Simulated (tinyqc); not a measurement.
Series resistance and length offset from two lengths at two overdrives.

Question. In strong inversion R W = Rsd + k(x)(L - dL), k(x) = (1 + th1 x)/(mu0 Cox x), x the overdrive, Cox = eps0 eox/tox, with Rsd and dL independent of x. Find dL, Rsd, mu0 and th1.

Inputs (values chosen for the exercise):

| symbol | value | unit | meaning |
|---|---|---|---|
| eox | 3.9 |  | relative permittivity of the gate insulator (close to silicon dioxide) |
| tox | 1 | nm | insulator thickness |

Constants: eps0 = 8.8541878128e-14 F/cm where lengths are in cm. Results are converted to the units shown.

total resistance times width (ohm um):
```
                  L = 0.075 um  L = 1.3 um
overdrive 0.49 V    490.633324  2473.23728
overdrive 1.24 V    447.116183  1477.78268
```

Answer. At each overdrive R W is a straight line in L; the two lines cross at L = dL, R W = Rsd. Their slopes give k x = (1 + th1 x)/(mu0 Cox), a straight line in x.

dL = 0.0190 um
Rsd = 400 ohm um
mu0 = 460 cm^2/(V s)
th1 = 0.530 1/V

Computed by the program tinyqc: `OMP_NUM_THREADS=1 python tinyqc.py 2210071 2210072 out.jsonl`, one thread of a shared Intel Xeon 2.30GHz, about 0.01 s for the whole run.
